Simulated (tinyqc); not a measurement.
From results back to parameters: five-level k.p model folded onto the conduction band. Five cases, with inputs chosen for the exercise.

Problem. The levels are known; the mass and the g factor at E = Eg are given. Find Ep and Ep2.

Second-order sums for the lowest conduction level at E: 1/m = 1 + Cm + (Ep/3)(2/E + 1/(E + Dso)) - (Ep2/3)(2/(E7 + D2 - E) + 1/(E7 - E)); g/2 = 1 + Cg - (Ep/3)(1/E - 1/(E + Dso)) - (Ep2/3)(1/(E7 - E) - 1/(E7 + D2 - E)). E is counted from the top of the valence band; E = Eg at the edge.

Find: coefficients of (Ep, Ep2); right-hand sides 1/m - 1 - Cm and 1 + Cg - g/2; Ep, Ep2.

Method. Both sums are linear in Ep and Ep2, so two equations fix them.

Case 1.

Values chosen (near those of GaAs; the results hold for these values, not for the real material):
- Eg = 1.602 eV (gap at Gamma to the s-like level)
- Dso = 0.323 eV (spin-orbit splitting)
- E7 = 4.58 eV (upper Gamma7 conduction level, from the valence top)
- D2 = 0.15 eV (its spin-orbit splitting, Gamma8 above Gamma7)
- Cm = -1.6 (remote term in 1/m)
- Cg = -0.02 (remote term in g/2)

m = 0.06903995 m0
g = 0.074172

Solution.

coefficients of (Ep, Ep2) (1/eV):
```
         1         2
1  0.58931  -0.32506
2  0.03491   0.00537
```

right-hand sides 1/m - 1 - Cm and 1 + Cg - g/2: 15.0844  0.9429

Ep, Ep2 (eV): 26.70  2.00

Case 2.

Values chosen (near those of GaAs; the results hold for these values, not for the real material):
- Eg = 1.591 eV (gap at Gamma to the s-like level)
- Dso = 0.359 eV (spin-orbit splitting)
- E7 = 4.4 eV (upper Gamma7 conduction level, from the valence top)
- D2 = 0.18 eV (its spin-orbit splitting, Gamma8 above Gamma7)
- Cm = 0 (remote term in 1/m)
- Cg = -0.02 (remote term in g/2)

m = 0.06349684 m0
g = -0.080596

Solution.

coefficients of (Ep, Ep2) (1/eV):
```
         1         2
1  0.58996  -0.34171
2  0.03857   0.00715
```

right-hand sides 1/m - 1 - Cm and 1 + Cg - g/2: 14.7488  1.0203

Ep, Ep2 (eV): 26.10  1.90

Case 3.

Values chosen (near those of GaSb; the results hold for these values, not for the real material):
- Eg = 0.832 eV (gap at Gamma to the s-like level)
- Dso = 0.716 eV (spin-orbit splitting)
- E7 = 3.07 eV (upper Gamma7 conduction level, from the valence top)
- D2 = 0.33 eV (its spin-orbit splitting, Gamma8 above Gamma7)
- Cm = -4 (remote term in 1/m)
- Cg = -0.02 (remote term in g/2)

m = 0.03959133 m0
g = -8.716258

Solution.

coefficients of (Ep, Ep2) (1/eV):
```
         1         2
1  1.01661  -0.40855
2  0.18531   0.01914
```

right-hand sides 1/m - 1 - Cm and 1 + Cg - g/2: 28.2581  5.3381

Ep, Ep2 (eV): 28.60  2.00

Case 4.

Values chosen (near those of GaSb; the results hold for these values, not for the real material):
- Eg = 0.812 eV (gap at Gamma to the s-like level)
- Dso = 0.761 eV (spin-orbit splitting)
- E7 = 3.07 eV (upper Gamma7 conduction level, from the valence top)
- D2 = 0.3 eV (its spin-orbit splitting, Gamma8 above Gamma7)
- Cm = 0.1 (remote term in 1/m)
- Cg = 0 (remote term in g/2)

m = 0.03824017 m0
g = -8.916661

Solution.

coefficients of (Ep, Ep2) (1/eV):
```
         1         2
1  1.03293  -0.40824
2  0.19860   0.01731
```

right-hand sides 1/m - 1 - Cm and 1 + Cg - g/2: 25.0505  5.4583

Ep, Ep2 (eV): 26.90  6.70

Case 5.

Values chosen (near those of GaSb; the results hold for these values, not for the real material):
- Eg = 0.814 eV (gap at Gamma to the s-like level)
- Dso = 0.757 eV (spin-orbit splitting)
- E7 = 3.23 eV (upper Gamma7 conduction level, from the valence top)
- D2 = 0.32 eV (its spin-orbit splitting, Gamma8 above Gamma7)
- Cm = -3.1 (remote term in 1/m)
- Cg = 0 (remote term in g/2)

m = 0.03974873 m0
g = -8.752908

Solution.

coefficients of (Ep, Ep2) (1/eV):
```
         1         2
1  1.03118  -0.38163
2  0.19732   0.01614
```

right-hand sides 1/m - 1 - Cm and 1 + Cg - g/2: 27.2580  5.3765

Ep, Ep2 (eV): 27.10  1.80

Computed by tinyqc, one run a case: `OMP_NUM_THREADS=1 python tinyqc.py N N+1 out.jsonl` with N = 1080215, 1080220, 1080248, 1080276, 1080294; one thread of a shared Intel(R) Xeon(R) Processor @ 2.30GHz, about 0.01 s a run at most.
